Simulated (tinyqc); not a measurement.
Strain-driven crossing of the Gamma and L valleys in a germanium-like crystal alloyed with tin, step by step. Values are carried at full precision from step to step, so a last printed digit may differ when a step is redone from the rounded ones.

With tin the unstrained gaps become E(y) = (1 - y) E + y EgS - CS y (1 - y); all other values are kept.
Constants: kB = 8.617333262e-05 eV/K; hc = 1239.841984 eV nm.

Values chosen for the exercise (near those of Ge, gaps at low temperature; shifted at random, so the results belong to these values and not to a real crystal): Eg = 0.91 eV (gap at Gamma to the s-like level); EgL = 0.752 eV (gap to L); EgS = (-0.426, 0.077) eV (Gamma and L gaps of the tin end); CS = (2.03, 0.71) eV (bowing of the Gamma and L gaps); y = 0.082 (tin fraction); C11 = 128.1 GPa; C12 = 47.8 GPa; C44 = 66.7 GPa; load = biaxial (111) (kind of strain); e0 = -0.0148 (size of the strain); Dso = 0.294 eV (spin-orbit splitting); ac = -8.2 eV (conduction deformation potential); av = 1.25 eV (valence hydrostatic potential); b = -2.52 eV (tetragonal shear potential); d = -5.37 eV (trigonal shear potential); aL = -1.51 eV (hydrostatic potential of the L edge, Xd + Xu/3); XuL = 15.74 eV (uniaxial potential, L); mG = 0.0431 m0 (mass at Gamma); mL = 0.58 m0 (density-of-states mass of the four L valleys together); T = 200 K (temperature).

## Gaps of the unstrained alloy

Give both gaps, their difference, and the y at which they cross (the root of a quadratic between 0 and 0.3).

Gamma and L gaps (eV): 0.6476  0.6432

Gamma - L = 0.0044 eV
crossing y = 0.0845

Without strain the alloy is indirect.

## The strain tensor for a biaxial (111) load

Biaxial loads: e0 is the in-plane strain e_par and the normal is free. (001): e_perp = -2 (C12/C11) e_par; exx = eyy = e_par, ezz = e_perp, no shear. (111): e_perp = -(2 C11 + 4 C12 - 4 C44)/(C11 + 2 C12 + 4 C44) e_par; exx = eyy = ezz = (2 e_par + e_perp)/3 and exy = eyz = ezx = (e_perp - e_par)/3. (110): e_perp = -(C11 + 3 C12 - 2 C44)/(C11 + C12 + 2 C44) e_par; exx = eyy = (e_par + e_perp)/2, ezz = e_par, exy = (e_perp - e_par)/2, eyz = ezx = 0. Uniaxial loads: a stress along n, scaled so that n.e.n = e0, with exx = s11 sxx + s12 (syy + szz), exy = s44 sxy/2, s11 = (C11 + C12)/((C11 - C12)(C11 + 2 C12)), s12 = -C12/((C11 - C12)(C11 + 2 C12)), s44 = 1/C44.

Form the tensor and its trace.

strain tensor in the cubic axes:
```
           x          y          z
x  -0.008050   0.006750   0.006750
y   0.006750  -0.008050   0.006750
z   0.006750   0.006750  -0.008050
```

tr(e) = -0.024151

## Band edges

Edges from the unstrained valence top: Gamma at Eg + ac tr(e); an L valley with unit axis u at EgL + aL tr(e) + XuL (u.e.u - tr(e)/3), u along [111], [1-1-1], [-11-1], [-1-11]; valence edges are the levels of the 6 x 6 matrix of X, Y, Z times spin with -Dso/3 + l exx + m (eyy + ezz) on the diagonal (cyclic), n exy off it, l = av + 2 b, m = av - b, n = sqrt(3) d. Spin-orbit term (Dso/3) L.sigma on X, Y, Z with (L_k)_ij = -i epsilon_kij: <X+|H|Y+> = -i Dso/3, <X+|H|Z-> = Dso/3, <Y+|H|Z-> = -i Dso/3, <Z+|H|X-> = -Dso/3, <Z+|H|Y-> = i Dso/3, <X-|H|Y-> = i Dso/3, and their conjugates; + and - are the spin along z.

Give the edges and the direct and indirect gaps from the top valence edge.

Gamma edge = 0.8457 eV

L edges (eV): [111] 0.8922, [1-1-1] 0.6088, [-11-1] 0.6088, [-1-11] 0.6088

valence edges from the top (eV): 0.0326  -0.0628  -0.3543

direct and indirect gap (eV): 0.8131  0.5763

The gap is indirect: Gamma lies 237 meV above the lowest L valley. The top two valence edges are 95 meV apart.

## Electrons in the Gamma valley

Non-degenerate, parabolic: share = mG^(3/2)/(mG^(3/2) + (mL^(3/2)/4) sum_i exp(-(E_Li - E_Gamma)/kT)). Also the offset at which four equal L valleys hold half of the electrons, kT ln((mL/mG)^(3/2)), and the wavelength hc/E of the direct gap.

(mL/mG)^(3/2) = 49.37
share in Gamma = 2.91e-06 %
offset for an even split = 67.2 meV
wavelength = 1525 nm

With the L valleys as they lie here, Gamma must be 62 meV below the lowest of them to hold half of the electrons at 200 K; it lies 237 meV above. A direct gap alone is not enough.

Computed by tinyqc, a small Python program: `OMP_NUM_THREADS=1 python tinyqc.py 1051002 1051003 out.jsonl` (the numbers bound the seed that draws the inputs); one thread of a shared host (Intel(R) Xeon(R) Processor @ 2.30GHz), about 0.01 s for the whole set of steps.
